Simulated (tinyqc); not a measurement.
# True capacitance, leakage and series resistance from two frequencies

Inverse problem. A capacitance C in parallel with G and in series with Rs is measured as Cp and D = Gp/(w Cp) at two frequencies. The series reading Cs = Cp (1 + D^2) equals C + G^2/(w^2 C), and Re Z = D/(w Cp (1 + D^2)) = Rs + G/(G^2 + w^2 C^2). Find C, G and Rs.

f (Hz): 1e5  5e5
Cp (pF): 190.572518  190.265634
D: 2.66921491  0.574052515

Answer. w^2 Cs = w^2 C + G^2/C is a straight line in w^2 with slope C; the intercept gives G, and the real part then gives Rs.

C = 199.0 pF
G = 325.6 uS
Rs = 67.00 ohm

Program tinyqc, `OMP_NUM_THREADS=1 python tinyqc.py 2022127 2022128 out.jsonl`; Intel Xeon 2.30GHz, shared host, one thread, about 0.01 s.
